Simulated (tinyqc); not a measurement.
What each parameter does: three-band (Emery) model of a CuO2 plane downfolded to one band.

Electron picture, d at 0 and the oxygen p orbitals at -D; sx = sin(kx a/2), sy = sin(ky a/2). H = [[0, 2 tpd sx, -2 tpd sy], [., -D, -4 tpp sx sy], [., ., -D]], real and symmetric. The top (antibonding) band crosses the Fermi level.

Parameters, chosen for this exercise (out of a larger set: of the size used for cuprate planes; not measured data):
- D = 3.4 eV (ed - ep)
- tpd = 1.54 eV (d-p hopping)
- tpp = 0.62 eV (p-p hopping)

Top band at (1,1), (1,0) and (1/2,1/2) in pi/a, and its d weight at (1/2,1/2).

One parameter was then changed.

Results before and after:

| case | E(1,1) (eV) | E(1,0) (eV) | E(1/2,1/2) (eV) | d weight |
|---|---|---|---|---|
| base | 3.9200 | 1.8180 | 2.1839 | 0.6654 |
| changed | 4.0754 | 1.9091 | 2.3016 | 0.6417 |

Which of these changes was made? (a) D = 3.06 eV; (b) tpp = 0.682 eV; (c) tpd = 1.694 eV.
Answer: (a) D = 3.06 eV. Of the candidates, run in turn, only this one gives the changed row.

All candidates:

| case | E(1,1) (eV) | E(1,0) (eV) | E(1/2,1/2) (eV) | d weight |
|---|---|---|---|---|
| base | 3.9200 | 1.8180 | 2.1839 | 0.6654 |
| D = 3.06 eV | 4.0754 | 1.9091 | 2.3016 | 0.6417 |
| tpd = 1.694 eV | 4.3534 | 2.0906 | 2.4760 | 0.6519 |
| tpp = 0.682 eV | 4.0327 | 1.8180 | 2.2259 | 0.6569 |

At (1,0) sy = 0, so tpp does not enter.

(tinyqc, `OMP_NUM_THREADS=1 python tinyqc.py 1482624 1482625 out.jsonl`, Intel(R) Xeon(R) Processor @ 2.30GHz, 1 thread, shared host, about 0.06 s.)
